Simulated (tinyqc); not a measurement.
Along the channel and with depth: stress in a transistor channel from embedded alloy regions, liners and fins, by half-space elasticity. Computed by tinyqc, a small Python program. Command: `OMP_NUM_THREADS=1 python tinyqc.py 3006013 3006014 out.jsonl stressor walk`. One thread of a shared host (Intel(R) Xeon(R) Processor @ 2.30GHz), about 0.01 s of CPU time with the checks.

Plane strain in an isotropic half-space, the same constants everywhere; x along the channel from its centre, y downwards from the free surface; stress is positive in tension.

Inputs (values chosen for the exercise, modelled on silicon): alloy fraction x = 0.25; lattice change per unit x, beta = 0.041; Young's modulus E = 158 GPa; Poisson ratio nu = 0.24; channel length L = 18 nm; length of each stressor S = 105 nm; recess depth d = 75 nm; depth of the field point y = 2.2 nm.

Stressor: Si(1-x)Ge(x) source and drain.

Method. Misfit e = beta x. A fully constrained inclusion holds the stress -p with p = E e/(1 - 2 nu); a blanket film would hold -E e/(1 - nu) in the plane. A line element dA of misfit at (a, c) in the half-space gives, with C = E e/(2 pi (1 - nu)), X = x - a, r1^2 = X^2 + (y - c)^2, r2^2 = X^2 + Y^2, Y = y + c: s_xx = -C dA {[X^2 - (y - c)^2]/r1^4 + 3 [X^2 - Y^2]/r2^4 + 4 y Y (Y^2 - 3 X^2)/r2^6}, s_yy = C dA {[X^2 - (y - c)^2]/r1^4 - [X^2 - Y^2]/r2^4 + 4 y Y (Y^2 - 3 X^2)/r2^6}. These are integrated over two rectangles, L/2 < |a| < L/2 + S, 0 < c < d (closed form in a, 200 Gauss-Legendre points in c).

misfit e = 0.01025

Stress (MPa):
```
2x/L  s_xx at y  s_yy at y  s_xx at d/2  s_xx at 1.5 d
0.0     -1746.2      12.37      -663.78         394.20
0.2     -1724.6      15.28      -665.32         394.45
0.4     -1652.6      27.79      -669.88         395.19
0.6     -1506.0      71.90      -677.28         396.40
0.8     -1269.0     269.08      -687.23         398.04
```

What follows from these numbers?

Near the surface s_xx changes by -27 % from the centre to 2x/L = 0.8. At the centre, s_xx at half the recess depth is 0.38 of its value at y, and below the recess -0.23. An element acts with the sign of X^2 - (y - c)^2, so its direct term reverses where the offset in depth exceeds the lateral distance, and the image terms that amplify the stress near the surface fade with depth.
